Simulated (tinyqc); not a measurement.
Worked calculation: MP2 on RHF in the 6-311g basis, for H2, spin multiplicity 1. One step of it, computed by the program tinyqc.

Task: Iteration 1: building the Fock matrix. J_ij = sum D_kl (ij|kl), K_ij = sum D_kl (ik|jl); F = H + J - 0.5 K; E = tr D H + tr D J / 2 - 0.25 tr D K + E_nn.

D at the start:
```
           1H 1s      1H 2s     1H 3s      2H 1s      2H 2s     2H 3s
1H 1s   0.095720   0.155825  0.098187   0.001620  -0.000797  0.003351
1H 2s   0.155825   0.253794  0.159780  -0.000797  -0.006889  0.001933
1H 3s   0.098187   0.159780  0.100747   0.003351   0.001933  0.005169
2H 1s   0.001620  -0.000797  0.003351   0.095720   0.155825  0.098187
2H 2s  -0.000797  -0.006889  0.001933   0.155825   0.253794  0.159780
2H 3s   0.003351   0.001933  0.005169   0.098187   0.159780  0.100747
```

core Hamiltonian H = T + V (hartree):
```
           1H 1s      1H 2s      1H 3s      2H 1s      2H 2s      2H 3s
1H 1s  -0.605468  -1.062395  -0.695433  -0.774402  -0.852144  -0.622297
1H 2s  -1.062395  -1.100594  -0.873765  -0.852144  -0.988701  -0.816430
1H 3s  -0.695433  -0.873765  -0.819370  -0.622297  -0.816430  -0.785404
2H 1s  -0.774402  -0.852144  -0.622297  -0.605468  -1.062395  -0.695433
2H 2s  -0.852144  -0.988701  -0.816430  -1.062395  -1.100594  -0.873765
2H 3s  -0.622297  -0.816430  -0.785404  -0.695433  -0.873765  -0.819370
```

Two-electron integrals (ij|kl) in chemists' order, unique and non-zero (hartree):
```
(11|11) 1.393035   (21|11) 0.822971   (21|21) 0.509703   (22|11) 0.822904
(22|21) 0.543028   (22|22) 0.644106   (31|11) 0.411256   (31|21) 0.257757
(31|22) 0.279868   (31|31) 0.130794   (32|11) 0.543681   (32|21) 0.365771
(32|22) 0.452669   (32|31) 0.189803   (32|32) 0.325140   (33|11) 0.494021
(33|21) 0.340115   (33|22) 0.445993   (33|31) 0.178035   (33|32) 0.331779
(33|33) 0.361682   (41|11) 0.392182   (41|21) 0.245759   (41|22) 0.265593
(41|31) 0.124635   (41|32) 0.179562   (41|33) 0.167624   (41|41) 0.153820
(42|11) 0.401031   (42|21) 0.265538   (42|22) 0.314304   (42|31) 0.136890
(42|32) 0.219902   (42|33) 0.214651   (42|41) 0.176411   (42|42) 0.226782
(43|11) 0.246244   (43|21) 0.165353   (43|22) 0.201562   (43|31) 0.085661
(43|32) 0.142973   (43|33) 0.142380   (43|41) 0.110601   (43|42) 0.147502
(43|43) 0.097378   (44|11) 0.771840   (44|21) 0.523873   (44|22) 0.642805
(44|31) 0.271986   (44|32) 0.454689   (44|33) 0.449124   (44|41) 0.392182
(44|42) 0.537199   (44|43) 0.353891   (44|44) 1.393035   (51|11) 0.537199
(51|21) 0.334513   (51|22) 0.359401   (51|31) 0.169423   (51|32) 0.242802
(51|33) 0.226616   (51|41) 0.176411   (51|42) 0.195720   (51|43) 0.122456
(51|44) 0.401031   (51|51) 0.226782   (52|11) 0.597687   (52|21) 0.397697
(52|22) 0.480003   (52|31) 0.205553   (52|32) 0.340198   (52|33) 0.339547
(52|41) 0.219962   (52|42) 0.275907   (52|43) 0.180109   (52|44) 0.597687
(52|51) 0.275907   (52|52) 0.388594   (53|11) 0.432885   (53|21) 0.294007
(53|22) 0.372084   (53|31) 0.153096   (53|32) 0.270617   (53|33) 0.282171
(53|41) 0.164468   (53|42) 0.216584   (53|43) 0.144462   (53|44) 0.476360
(53|51) 0.205418   (53|52) 0.308690   (53|53) 0.255182   (54|11) 0.523873
(54|21) 0.354173   (54|22) 0.436372   (54|31) 0.183851   (54|32) 0.310648
(54|33) 0.310626   (54|41) 0.245759   (54|42) 0.334513   (54|43) 0.221941
(54|44) 0.822971   (54|51) 0.265538   (54|52) 0.397697   (54|53) 0.320806
(54|54) 0.509703   (55|11) 0.642805   (55|21) 0.436372   (55|22) 0.550259
(55|31) 0.227144   (55|32) 0.398802   (55|33) 0.412448   (55|41) 0.265593
(55|42) 0.359401   (55|43) 0.241225   (55|44) 0.822904   (55|51) 0.314304
(55|52) 0.480003   (55|53) 0.397966   (55|54) 0.543028   (55|55) 0.644106
(61|11) 0.353891   (61|21) 0.221941   (61|22) 0.241225   (61|31) 0.112641
(61|32) 0.163657   (61|33) 0.153586   (61|41) 0.110601   (61|42) 0.122456
(61|43) 0.076737   (61|44) 0.246244   (61|51) 0.147502   (61|52) 0.180109
(61|53) 0.134413   (61|54) 0.165353   (61|55) 0.201562   (61|61) 0.097378
(62|11) 0.476360   (62|21) 0.320806   (62|22) 0.397966   (62|31) 0.166532
(62|32) 0.286222   (62|33) 0.292718   (62|41) 0.164468   (62|42) 0.205418
(62|43) 0.134413   (62|44) 0.432885   (62|51) 0.216584   (62|52) 0.308690
(62|53) 0.247725   (62|54) 0.294007   (62|55) 0.372084   (62|61) 0.144462
(62|62) 0.255182   (63|11) 0.445132   (63|21) 0.306829   (63|22) 0.403674
(63|31) 0.160688   (63|32) 0.300961   (63|33) 0.329603   (63|41) 0.158577
(63|42) 0.208364   (63|43) 0.139581   (63|44) 0.445132   (63|51) 0.208364
(63|52) 0.319888   (63|53) 0.270104   (63|54) 0.306829   (63|55) 0.403674
(63|61) 0.139581   (63|62) 0.270104   (63|63) 0.308410   (64|11) 0.271986
(64|21) 0.183851   (64|22) 0.227144   (64|31) 0.095460   (64|32) 0.162117
(64|33) 0.162893   (64|41) 0.124635   (64|42) 0.169423   (64|43) 0.112641
(64|44) 0.411256   (64|51) 0.136890   (64|52) 0.205553   (64|53) 0.166532
(64|54) 0.257757   (64|55) 0.279868   (64|61) 0.085661   (64|62) 0.153096
(64|63) 0.160688   (64|64) 0.130794   (65|11) 0.454689   (65|21) 0.310648
(65|22) 0.398802   (65|31) 0.162117   (65|32) 0.292446   (65|33) 0.309421
(65|41) 0.179562   (65|42) 0.242802   (65|43) 0.163657   (65|44) 0.543681
(65|51) 0.219902   (65|52) 0.340198   (65|53) 0.286222   (65|54) 0.365771
(65|55) 0.452669   (65|61) 0.142973   (65|62) 0.270617   (65|63) 0.300961
(65|64) 0.189803   (65|65) 0.325140   (66|11) 0.449124   (66|21) 0.310626
(66|22) 0.412448   (66|31) 0.162893   (66|32) 0.309421   (66|33) 0.343357
(66|41) 0.167624   (66|42) 0.226616   (66|43) 0.153586   (66|44) 0.494021
(66|51) 0.214651   (66|52) 0.339547   (66|53) 0.292718   (66|54) 0.340115
(66|55) 0.445993   (66|61) 0.142380   (66|62) 0.282171   (66|63) 0.329603
(66|64) 0.178035   (66|65) 0.331779   (66|66) 0.361682
```

nuclear repulsion = 0.80300032 hartree

Give: Coulomb J; exchange K; Fock matrix F; total energy of this density.

Result:

Coulomb J (hartree):
```
        1H 1s   1H 2s   1H 3s   2H 1s   2H 2s   2H 3s
1H 1s  1.5509  1.0177  0.5242  0.5619  0.7020  0.4584
1H 2s  1.0177  1.2101  0.8560  0.7020  0.9751  0.7749
1H 3s  0.5242  0.8560  0.8566  0.4584  0.7749  0.8058
2H 1s  0.5619  0.7020  0.4584  1.5509  1.0177  0.5242
2H 2s  0.7020  0.9751  0.7749  1.0177  1.2101  0.8560
2H 3s  0.4584  0.7749  0.8058  0.5242  0.8560  0.8566
```

exchange K (hartree):
```
        1H 1s   1H 2s   1H 3s   2H 1s   2H 2s   2H 3s
1H 1s  0.9027  0.8847  0.6225  0.5993  0.7552  0.5862
1H 2s  0.8847  1.0043  0.7579  0.7552  0.9335  0.7353
1H 3s  0.6225  0.7579  0.5993  0.5862  0.7353  0.5913
2H 1s  0.5993  0.7552  0.5862  0.9027  0.8847  0.6225
2H 2s  0.7552  0.9335  0.7353  0.8847  1.0043  0.7579
2H 3s  0.5862  0.7353  0.5913  0.6225  0.7579  0.5993
```

Fock matrix F (hartree):
```
         1H 1s    1H 2s    1H 3s    2H 1s    2H 2s    2H 3s
1H 1s   0.4940  -0.4871  -0.4825  -0.5122  -0.5278  -0.4570
1H 2s  -0.4871  -0.3927  -0.3967  -0.5278  -0.4804  -0.4092
1H 3s  -0.4825  -0.3967  -0.2624  -0.4570  -0.4092  -0.2752
2H 1s  -0.5122  -0.5278  -0.4570   0.4940  -0.4871  -0.4825
2H 2s  -0.5278  -0.4804  -0.4092  -0.4871  -0.3927  -0.3967
2H 3s  -0.4570  -0.4092  -0.2752  -0.4825  -0.3967  -0.2624
```

total energy of this density = -0.823045 hartree

This density is the starting one; it is not idempotent, so its energy is not variational and may lie below the converged one.
